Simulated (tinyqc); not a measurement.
## Internal photoemission over an interface barrier: threshold and yield against field

Electrons are excited from a metal over the barrier Phi(F) = P0 - sqrt(q F/(4 pi eps0 ei)), whose top lies at xm = sqrt(q/(16 pi eps0 ei F)). The yield is Y = A (hv - Phi)^p exp(-xm/l), with A = 1 here.

The yield is taken at hv = 1.96 eV.

Parameters, values chosen for the exercise; dielectric values close to those of hafnium oxide:
- P0 = 1.66 eV (barrier at zero field)
- ei = 4.21 (image-force permittivity)
- p = 2 (exponent of the yield)
- l = 1.6 nm (scattering length in the image well)

Constants: q = 1.602176634e-19 C, eps0 = 8.8541878128e-14 F/cm where lengths are in cm. Results are converted to the units shown.

Threshold and yield against field:

| F (MV/cm) | sqrt(F) ((MV/cm)^0.5) | Phi (eV) | xm (nm) | Y |
|---|---|---|---|---|
| 0.1 | 0.3162 | 1.602 | 2.924 | 0.02066 |
| 0.19 | 0.4359 | 1.579 | 2.121 | 0.03847 |
| 0.35 | 0.5916 | 1.551 | 1.563 | 0.06310 |
| 0.64 | 0.8000 | 1.512 | 1.156 | 0.09744 |
| 1.2 | 1.095 | 1.457 | 0.8441 | 0.1490 |
| 2.1 | 1.449 | 1.392 | 0.6381 | 0.2165 |
| 3.9 | 1.975 | 1.295 | 0.4682 | 0.3303 |
| 7.2 | 2.683 | 1.164 | 0.3446 | 0.5112 |

Phi is linear in sqrt(F) with slope -0.185 eV and intercept P0 = 1.66 eV. The yield grows by a factor of 24.7, of which 5.01 comes from less scattering, as xm shrinks from 2.92 to 0.345 nm, and the rest from the lower barrier. For F = 7.2 xm is within about two atomic layers of the interface, where the classical image potential fails.

Computed by the program tinyqc: `OMP_NUM_THREADS=1 python tinyqc.py 2410013 2410014 out.jsonl`, one thread of a shared Intel Xeon 2.30GHz, about 0.01 s for the whole run.
